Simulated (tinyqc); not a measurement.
The methods across T_c: square-lattice Ising model by mean field, Bethe lattice, transfer matrix, exact enumeration and Monte Carlo steps. Computed by tinyqc, a small Python program. Command: `OMP_NUM_THREADS=1 python tinyqc.py 3017512 3017513 out.jsonl ising walk`. One thread of a shared host (Intel(R) Xeon(R) Processor @ 2.30GHz), about 0.2 s of CPU time with the checks.

H = -J sum over nearest pairs s_i s_j, s = +-1, no field, periodic boundaries; energies per site are in J. As a lattice gas or an alloy, s marks which species holds the site.

Inputs (values chosen for the exercise, for a model lattice): coupling J = 62.7 meV; factor on the grid 1.5, 1.85, 2.1, 2.45, 2.65, 3.1, 3.6, 4.4 of k_B T/J = 0.972.

Enumerated cell: 3 x 6.

Constants: k_B = 8.617333262e-05 eV/K.

Method:
- K = J/(k_B T). Mean field: m = tanh(4 K m), u = -2 m^2. Bethe: cavity field h = 3 artanh(tanh K tanh h), m = tanh(4h/3), u = -2 (tanh K + tanh^2 h)/(1 + tanh K tanh^2 h). Exact: m = [1 - sinh(2K)^(-4)]^(1/8) below T_c; u = -coth(2K) [1 + (2/pi)(2 tanh^2(2K) - 1) K1(k)], k = 2 sinh(2K)/cosh^2(2K), K1 the complete elliptic integral of the first kind. The largest root is taken.
- Weights count x exp(-K E); N = 18; u = <E>/N, c = K^2 (<E^2> - <E>^2)/N in k_B, Binder U = 1 - <M^4>/(3 <M^2>^2).
- The grid values of k_B T/J times the given factor are rounded to 3 figures before use.

States of the 3 x 6 cell:
```
E (J),|M|,count
-36,18,2
-28,16,36
-24,0,6
-24,6,12
-24,12,12
-24,14,72
-20,2,72
-20,4,72
-20,8,72
-20,10,108
-20,12,180
-20,14,234
-16,0,180
-16,2,216
-16,4,252
-16,6,396
-16,8,324
-16,10,504
-16,12,756
-12,0,624
-12,2,1296
-12,4,1116
-12,6,1392
-12,8,1944
-12,10,2124
-12,12,684
-8,0,2178
-8,2,4716
-8,4,5760
-8,6,5580
-8,8,5040
-8,10,2448
-4,0,7704
-4,2,15030
-4,4,13248
-4,6,11520
-4,8,6192
-4,10,936
0,0,13436
0,2,25020
0,4,20376
0,6,11004
0,8,2988
4,0,13068
4,2,23148
4,4,14328
4,6,5724
4,8,576
8,0,7650
8,2,12492
8,4,6804
8,6,1368
12,0,3120
12,2,4734
12,4,1476
12,6,132
16,0,576
16,2,684
16,4,216
20,0,72
20,2,108
24,0,6
```

Order and energy:
```
k_B T/J,T (K),m mean field,m Bethe,m exact,<|m|> cell,u Bethe,u exact,u cell,U cell
1.46,1062.3,0.99129,0.98894,0.98866,0.98468,-1.9590,-1.9585,-1.9540,0.66324
1.80,1309.7,0.97398,0.96095,0.95686,0.93728,-1.8655,-1.8593,-1.8388,0.64924
2.04,1484.3,0.95357,0.92006,0.89684,0.87144,-1.7433,-1.7150,-1.6943,0.62568
2.38,1731.7,0.91045,0.80475,0.00000,0.74551,-1.4565,-1.2272,-1.4321,0.56802
2.58,1877.2,0.87594,0.67577,0.00000,0.67019,-1.2060,-1.0427,-1.2775,0.52393
3.01,2190.1,0.77257,0.00000,0.00000,0.53858,-0.6410,-0.8133,-1.0033,0.42359
3.50,2546.6,0.58108,0.00000,0.00000,0.44255,-0.5564,-0.6601,-0.7921,0.32713
4.28,3114.1,0.00000,0.00000,0.00000,0.35947,-0.4590,-0.5134,-0.5917,0.22849
```

What follows from these numbers?

At k_B T/J = 1.46 all values of m agree within 0.007. At 2.38 the exact m is 0 while Bethe gives 0.80, mean field 0.91 and the cell 0.75: neglect of fluctuations raises T_c, and a finite cell rounds the transition. U falls from 0.663 (2/3 when ordered) to 0.228 (0 for a large disordered system).
